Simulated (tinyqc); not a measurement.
# Fermi-level pinning at a metal contact (Cowley-Sze model): effects of single changes

Interface states of density Ds lie behind a thin layer of thickness dl. Neglecting the depletion charge, the barrier for electrons is phi = S (pM - chi) + (1 - S) E0 with S = 1/(1 + q Ds dl/(eps0 ei)); the barrier for holes is Eg - phi.

Inputs (values chosen for the exercise); material values close to those of silicon: band gap Eg = 1.11 eV; electron affinity chi = 3.97 eV; density of interface states Ds = 7.4e13 cm^-2 eV^-1; depth of their neutrality level below the conduction edge E0 = 0.64 eV; thickness of the interface layer dl = 0.57 nm; its relative permittivity ei = 3.4; metal work function pM = 5.21 eV.

Constants: q = 1.602176634e-19 C, eps0 = 8.8541878128e-14 F/cm where lengths are in cm. Results are converted to the units shown.

Each table varies one quantity; the others keep the values above.

## Barrier against work function

phi is listed beside the Schottky-Mott value pM - chi.

Result of one run:

| pM (eV) | pM - chi (eV) | phi (eV) |
|---|---|---|
| 5.8 | 1.830 | 1.007 |

What becomes of these results when the metal work function pM is changed from 5.8 to 4.9 eV, all else the same?

Result of the changed run:

| pM (eV) | pM - chi (eV) | phi (eV) |
|---|---|---|
| 4.9 | 0.9300 | 0.7294 |

The whole series:

| pM (eV) | pM - chi (eV) | phi (eV) |
|---|---|---|
| 3.4 | -0.5700 | 0.2671 |
| 3.7 | -0.2700 | 0.3596 |
| 4 | 0.03000 | 0.4520 |
| 4.3 | 0.3300 | 0.5445 |
| 4.6 | 0.6300 | 0.6369 |
| 4.9 | 0.9300 | 0.7294 |
| 5.2 | 1.230 | 0.8218 |
| 5.5 | 1.530 | 0.9143 |
| 5.8 | 1.830 | 1.007 |

phi rises with slope S = 0.308, by 0.740 eV over 2.40 eV of work function, and equals the Schottky-Mott value at pM = chi + E0 = 4.61 eV.

## Unpinning by a thin insulator

Same model as above.

An inserted insulator of thickness t and permittivity 7.6 damps the metal-induced states, Ds(t) = Ds exp(-t/0.31 nm), and adds t/7.6 to dl/ei.

Results:

| t (nm) | Ds(t) (cm^-2 eV^-1) | S | phi (eV) |
|---|---|---|---|
| 0 | 7.4000e13 | 0.30818 | 0.82491 |
| 0.3 | 2.8116e13 | 0.48692 | 0.93215 |
| 0.9 | 4.0586e12 | 0.82638 | 1.1358 |
| 1.2 | 1.5420e12 | 0.91673 | 1.1900 |
| 1.5 | 5.8588e11 | 0.96274 | 1.2176 |
| 1.8 | 2.2260e11 | 0.98397 | 1.2304 |
| 2.1 | 8.4574e10 | 0.99325 | 1.2360 |
| 2.4 | 3.2133e10 | 0.99720 | 1.2383 |

Estimate the missing row, t = 0.6 nm.

Computed row:

| t (nm) | Ds(t) (cm^-2 eV^-1) | S | phi (eV) |
|---|---|---|---|
| 0.6 | 1.0682e13 | 0.67720 | 1.0463 |

With this row back in the table: S rises from 0.308 to 0.997, and phi rises from 0.825 to 1.24 eV, towards pM - chi = 1.24 eV. The insulator also adds a tunnelling resistance, which is not counted here and sets a best thickness. For t = 0.9, 1.2, 1.5, 1.8, 2.1, 2.4 phi lies outside the gap, where band states take over and the formula no longer holds.

Program tinyqc, `OMP_NUM_THREADS=1 python tinyqc.py 2430105 2430106 out.jsonl`; Intel Xeon 2.30GHz, shared host, one thread, about 0.01 s.
